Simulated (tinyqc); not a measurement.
X-ray photoelectron analysis of a thin oxide on a semiconductor: attenuation lengths, thickness, angle series and band offsets: one step, computed by the program tinyqc.

The same element is seen in the oxide and in the substrate, at nearly the same kinetic energy; films are flat and uniform, and the work function is ignored.

Task: Peak ratio. R_0 = (rho_o/M_o) L_o/((rho_s/M_s) L_s); peak ratio R = I_ox/I_sub = R_0 [exp(d/(L_o cos theta)) - 1]; hence d = L_o cos theta ln(1 + R/R_0). A carbon layer weakens both peaks alike, by exp(-d_C/(L_o cos theta)) if its L is taken equal to L_o. This R_0 leaves out intrinsic losses from the substrate peak, so calibrated values can be larger.

Inputs (values chosen for the exercise, modelled on SiO2 on silicon):
```
quantity                        value     unit
oxide density                     2.2   g/cm^3
oxide formula mass              60.08    g/mol
substrate density                2.33   g/cm^3
substrate formula mass          28.09    g/mol
oxide thickness d                 1.3       nm
emission angle from the normal     30  degrees
carbon overlayer                 0.69       nm
```

L in the oxide = 3.439333 nm

L in the substrate = 2.718989 nm

Give: R_0; d/(L_o cos theta); ratio R; oxide share of the counts; attenuation by carbon; depth 3 L_o cos theta.

Result:

R_0 = 0.55841

d/(L_o cos theta) = 0.43645

ratio R = 0.30557

oxide share of the counts = 0.23405

attenuation by carbon = 0.79322

depth 3 L_o cos theta = 8.9356 nm
